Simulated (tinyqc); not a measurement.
Strain-driven crossing of the Gamma and L valleys in a germanium-like crystal: sweeps and comparisons. A value that a table varies takes the place of the one given here.

Biaxial loads: e0 is the in-plane strain e_par and the normal is free. (001): e_perp = -2 (C12/C11) e_par; exx = eyy = e_par, ezz = e_perp, no shear. (111): e_perp = -(2 C11 + 4 C12 - 4 C44)/(C11 + 2 C12 + 4 C44) e_par; exx = eyy = ezz = (2 e_par + e_perp)/3 and exy = eyz = ezx = (e_perp - e_par)/3. (110): e_perp = -(C11 + 3 C12 - 2 C44)/(C11 + C12 + 2 C44) e_par; exx = eyy = (e_par + e_perp)/2, ezz = e_par, exy = (e_perp - e_par)/2, eyz = ezx = 0. Uniaxial loads: a stress along n, scaled so that n.e.n = e0, with exx = s11 sxx + s12 (syy + szz), exy = s44 sxy/2, s11 = (C11 + C12)/((C11 - C12)(C11 + 2 C12)), s12 = -C12/((C11 - C12)(C11 + 2 C12)), s44 = 1/C44.

Edges from the unstrained valence top: Gamma at Eg + ac tr(e); an L valley with unit axis u at EgL + aL tr(e) + XuL (u.e.u - tr(e)/3), u along [111], [1-1-1], [-11-1], [-1-11]; valence edges are the levels of the 6 x 6 matrix of X, Y, Z times spin with -Dso/3 + l exx + m (eyy + ezz) on the diagonal (cyclic), n exy off it, l = av + 2 b, m = av - b, n = sqrt(3) d. Spin-orbit term (Dso/3) L.sigma on X, Y, Z with (L_k)_ij = -i epsilon_kij: <X+|H|Y+> = -i Dso/3, <X+|H|Z-> = Dso/3, <Y+|H|Z-> = -i Dso/3, <Z+|H|X-> = -Dso/3, <Z+|H|Y-> = i Dso/3, <X-|H|Y-> = i Dso/3, and their conjugates; + and - are the spin along z.

Constants: kB = 8.617333262e-05 eV/K.

Parameters, chosen for this exercise (near those of Ge, gaps at low temperature; not measured data): Eg = 0.881 eV (gap at Gamma to the s-like level); EgL = 0.755 eV (gap to L); Dso = 0.284 eV (spin-orbit splitting); ac = -8.32 eV (conduction deformation potential); av = 1.25 eV (valence hydrostatic potential); b = -2.58 eV (tetragonal shear potential); d = -5.32 eV (trigonal shear potential); aL = -1.65 eV (hydrostatic potential of the L edge, Xd + Xu/3); XuL = 16.1 eV (uniaxial potential, L); C11 = 130.2 GPa; C12 = 47.8 GPa; C44 = 66.7 GPa; load = biaxial (111) (kind of strain); mG = 0.0408 m0 (mass at Gamma); mL = 0.587 m0 (density-of-states mass of the four L valleys together); T = 77 K (temperature); e0 = 0.0051 (size of the strain).

## Which strain makes the gap direct

For tension the difference Gamma minus lowest L is linear in e0; slope per 1 % and the e0 at which it vanishes (a dash: no crossing below 15 %), with the gap there.

Results:

| load | slope (meV per 1 %) | crossing e0 (%) | gap at the crossing (eV) |
|---|---|---|---|
| biaxial (001) | -84.4 | 1.49 | 0.610 |
| biaxial (110) | -25.5 | 4.93 | -0.202 |
| biaxial (111) | 39.2 | - | - |
| uniaxial [100] | -30.9 | 4.08 | 0.567 |
| uniaxial [111] | -4.2 | - | - |
| uniaxial [110] | 14.8 | - | - |

What does this show, and why?

The smallest strain is needed for biaxial (001) (1.49 %), then uniaxial [100] (4.08 %). No crossing below 15 % is found for biaxial (111), uniaxial [111] and uniaxial [110]: shear splits the L valleys and pulls the lowest down nearly as fast as, or faster than, Gamma. Loads without off-diagonal strain, (001) and [100], gain (ac - aL) tr(e) = -67 meV per 1 % of volume. Crossings beyond about 3 % are sensitive to second-order terms, left out here. For uniaxial [111] the slope is a near cancellation, so terms beyond this linear model decide. A gap at or below zero marks a crossing beyond the range of this linear model.

## Sweep of a biaxial (111) strain

The valence splitting is the distance of the top two edges. Share in Gamma = mG^(3/2)/(mG^(3/2) + (mL^(3/2)/4) sum_i exp(-(E_Li - E_Gamma)/kT)).

Results:

| e0 (%) | direct gap (eV) | indirect gap (eV) | Gamma - L (meV) | valence splitting (meV) | share in Gamma (%) |
|---|---|---|---|---|---|
| 0.00 | 0.881 | 0.755 | 126 | 0 | 1.04e-08 |
| 0.34 | 0.812 | 0.673 | 139 | 30 | 5.56e-09 |
| 0.69 | 0.739 | 0.586 | 153 | 64 | 7.03e-10 |
| 1.03 | 0.666 | 0.500 | 166 | 98 | 9.42e-11 |
| 1.37 | 0.592 | 0.412 | 180 | 134 | 1.26e-11 |
| 1.71 | 0.516 | 0.323 | 193 | 172 | 1.69e-12 |
| 2.06 | 0.437 | 0.230 | 207 | 211 | 2.14e-13 |
| 2.40 | 0.359 | 0.139 | 220 | 250 | 2.86e-14 |

What can be read from the table?

The gap stays indirect over the sweep. The direct gap goes from 0.881 to 0.359 eV; of that change -0.149 eV comes from the rise of the valence top through the shear terms and the rest from the volume. The share in Gamma goes from 1.04e-08 to 2.86e-14 %.

## What each parameter does

Direct gap, Gamma minus the lowest L edge and the valence splitting. Each row changes one parameter from the base and keeps the others.

Results:

| case | direct gap (eV) | Gamma - L (meV) | valence splitting (meV) |
|---|---|---|---|
| base | 0.7771 | 146.0 | 46.1 |
| C44 = 56.695 GPa | 0.7806 | 156.8 | 50.4 |
| C12 = 54.97 GPa | 0.7785 | 150.1 | 47.7 |
| aL = -1.4025 eV | 0.7771 | 144.0 | 46.1 |
| Dso = 0.3266 eV | 0.7775 | 146.0 | 45.7 |
| d = -4.522 eV | 0.7812 | 146.0 | 38.8 |
| b = -2.193 eV | 0.7771 | 146.0 | 46.1 |
| ac = -9.568 eV | 0.7668 | 135.7 | 46.1 |

What does this show?

The largest shifts from the base row, up to three for each result and ties (the steps differ in size, so this ranks the rows, not the parameters). direct gap (eV): ac -0.0103, d +0.0040, C44 +0.0035; unchanged at the printed digits by aL and b. Gamma - L (meV): C44 +10.8, ac -10.3, C12 +4.1; unchanged at the printed digits by Dso, d and b. valence splitting (meV): d -7.3, C44 +4.3, C12 +1.6; unchanged at the printed digits by aL, b and ac.

(tinyqc, `OMP_NUM_THREADS=1 python tinyqc.py 1050103 1050104 out.jsonl`, Intel(R) Xeon(R) Processor @ 2.30GHz, 1 thread, shared host, about 0.01 s.)
